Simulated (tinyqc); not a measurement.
Inside a calculation. Model: hot carriers by balance equations with a heated Maxwellian. Computed by tinyqc, a small Python program that keeps every step. Command: `OMP_NUM_THREADS=1 python tinyqc.py 3027914 3027915 out.jsonl hot walk`. One thread of a shared host (Intel(R) Xeon(R) Processor @ 2.30GHz), about 0.01 s of CPU time with the checks. Intermediate numbers are printed to about 6 digits and carried at full precision; extremes and crossings named in words are read from the listed rows.

The carriers follow a Maxwellian at an electron temperature T_e, slightly displaced; the drift energy is neglected against k_B T_e. The balance averages the rate, not the time, so mu_0 lies below the relaxation-time value.

Inputs (values chosen for the exercise, for a model non-polar semiconductor):
```
quantity                                          value       unit
effective mass m                                   0.13        m_0
density rho                                        3490     kg/m^3
sound velocity v_l                                 9420        m/s
acoustic deformation potential D_A                   13         eV
phonon energy hbar w                               36.1        meV
optical or intervalley deformation potential D_o    7.2  1e8 eV/cm
final valleys Z_f                                     1          -
lattice temperature T                               150          K
electric field F                                   0.97      kV/cm
mixing                                              0.2          -
iteration cap                                       300          -
```

Band: parabolic. Solver: damped fixed point.

Constants: k_B = 8.617333262e-05 eV/K; k_B = 1.380649e-23 J/K; e = 1.602176634e-19 C; hbar = 1.054571817e-34 J s; m_0 = 9.1093837015e-31 kg; hbar = 6.582119569e-16 eV s.

## Equilibrium values

Parabolic band: E = hbar^2 k^2/(2 m), speed v = hbar k/m, states per spin, volume and energy g(E) = m k/(2 pi^2 hbar^2). Masses are multiplied by m_0 and all formulas are in SI units. Phonon occupation N_q = 1/(exp(hbar w/(k_B T)) - 1). Acoustic deformation potential (elastic, equipartition, absorption and emission together): 1/tau = 2 pi k_B T D_A^2 g(E)/(hbar rho v_l^2). Optical or intervalley deformation potential: 1/tau = (pi Z_f D_o^2/(rho w)) [N_q g(E + hbar w) + (N_q + 1) g(E - hbar w)], with g = 0 below the band edge. Averages over the Maxwellian, <y> = int y x^(1/2) exp(-x) dx / int x^(1/2) exp(-x) dx with x = E/(k_B T_e), split at x_0 = hbar w/(k_B T_e): 64 Gauss-Legendre points in sqrt(x) below it and 128 in sqrt(x - x_0) above it, up to x = 32. Momentum balance: mu(T_e) = e/(m nu), nu = <x (sum of rates)>/<x>. Power lost per carrier: P(T_e) = hbar w <emission rate - absorption rate> + <(2 m v_l^2/(k_B T)) (E - 2 k_B T) acoustic rate>. Energy relaxation time at weak heating: tau_E = (3/2) k_B / (dP/dT_e), the derivative by a central difference of +/- 0.5 K at T_e = T.

low-field mobility mu_0 = 31473.7 cm^2/(V s)

energy relaxation time tau_E = 5.70207 ps

tau_E is 2.45 times the momentum relaxation time m mu_0/e: energy is lost more slowly than direction, which is why carriers heat.

## Balance functions

The field that sustains T_e follows from e mu F^2 = P.

Against the electron temperature:
```
T_e (K)  mu (cm^2/(V s))  P optical (1e9 eV/s)  P acoustic (1e9 eV/s)  F (kV/cm)  drift velocity (1e7 cm/s)
165              28876.8                0.3515            6.07976e-03    0.11128                    0.32134
195              24850.0                1.1347            1.98282e-02    0.21555                    0.53563
240              20742.7                2.4194            4.39948e-02    0.34461                    0.71482
300              17280.1                4.1838            8.19794e-02    0.49685                    0.85856
450              12817.6                8.3243            2.00808e-01    0.81554                    1.04533
750               9236.8               15.0014            5.18483e-01    1.29624                    1.19730
1200              7040.0               22.4474            1.14771e+00    1.83073                    1.28884
1800              5642.2               29.9748            2.20889e+00    2.38832                    1.34754
```

Optical phonons take 98 % of the power in the first row and 93 % in the last. The velocity grows as F^0.77 at first and as F^0.17 at the end, so it levels off; if optical phonons alone set both balances the limit at high T_e would be sqrt(3 hbar w tanh(hbar w/2 k_B T)/(4 m)) = 1.80 in the same unit. Rows above 1400 K (k_B T_e > 0.12 eV) stretch the parabolic band.

## First iteration

Fixed point: T_out = T + (T_e - T) e mu(T_e) F^2/P(T_e), T_new = T_e + mixing (T_out - T_e). Start at T_e = 1.5 T.

mu at the start = 21919.3 cm^2/(V s)

P at the start = 2.01823e+09 eV/s

new T_e = 363.282 K

## The whole iteration

Start at T_e = 1.5 T; stop when T_e moves by less than 1e-6 K or exceeds 1e6 K.

Course of the iteration:
```
iteration  T_e (K)  mu (cm^2/(V s))     step (K)
1          225.000          21919.3  1.38282e+02
2          363.282          14930.8  5.51795e+01
3          418.461          13482.9  3.50693e+01
4          453.530          12749.0  2.37837e+01
5          477.314          12312.6  1.65940e+01
6          493.908          12032.9  1.17574e+01
7          505.665          11845.6  8.40827e+00
...            ...              ...          ...
52         536.092          11398.2  5.39324e-06
53         536.092          11398.2  3.93265e-06
54         536.092          11398.2  2.86761e-06
55         536.092          11398.2  2.09101e-06
56         536.092          11398.2  1.52473e-06
57         536.092          11398.2  1.11180e-06
58         536.092          11398.2  8.10705e-07
```

electron temperature T_e = 536.092 K

Converged in 58 iterations.

## Drift velocity

v = mu(T_e) F; warm-carrier coefficient (mu/mu_0 - 1)/F^2.

mobility mu(T_e) = 11398.2 cm^2/(V s)

drift velocity = 1.10563 1e7 cm/s

mu/mu_0 = 0.362150

(mu/mu_0 - 1)/F^2 = -0.677914 cm^2/kV^2

T_e/T = 3.57; the simple estimate T + (2/3) e mu_0 F^2 tau_E/k_B would give 1456 K, too high since mu falls and tau_E changes as the gas heats.

Checks made by the program: detailed balance, P(T_e = T) = 0, on the scale of P at 1.1 T (relative difference below 1e-10).
